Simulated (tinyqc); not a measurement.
Coverage against grain size: equilibrium and kinetic segregation of a solute to boundaries and growing surfaces. Computed by tinyqc, a small Python program. Command: `OMP_NUM_THREADS=1 python tinyqc.py 3026324 3026325 out.jsonl segreg walk`. One thread of a shared host (Intel(R) Xeon(R) Processor @ 2.30GHz), about 0.01 s of CPU time with the checks.

Inputs (values chosen for the exercise, for a model alloy):
```
quantity                               value  unit
segregation energy Q                   0.556    eV
interaction z w (positive attracts)   -0.094    eV
total solute fraction x0             0.00041     -
temperature T                            800     K
boundary thickness delta                0.51    nm
```

Isotherm: Fowler-Guggenheim.

Constants: k_B = 8.617333262e-05 eV/K.

Method. With theta the solute fraction on boundary sites and x that in the grains, theta/(1 - theta) = [x/(1 - x)] exp[(Q + z w theta)/(k_B T)]. Finite grains: boundary sites are the fraction f = 3 delta/d, and x0 = (1 - f) x + f theta; solve both equations for theta; share at boundaries = f theta/x0.

At T:
```
d (nm)    theta  x in the grains  share at boundaries (%)
15      0.00401       1.2719e-06                   99.721
30      0.00799       2.5598e-06                   99.408
60      0.01588       5.1828e-06                   98.768
120     0.03134       1.0611e-05                   97.445
250     0.06324       2.3128e-05                   94.394
500     0.11791       4.9340e-05                   88.003
1000    0.20041       1.0353e-04                   74.788
5000    0.36566       2.9820e-04                   27.291
```

What follows from these numbers?

From the largest grains to the smallest the share at boundaries rises from 27 to 100 %, and x/x0 falls to 0.0031. In the dilute limit x/x0 = 1/(1 - f + f exp(Q/(k_B T))), which gives 0.0031 at 15 nm.

Extremes, crossings and ranges named in words are read from the listed rows.
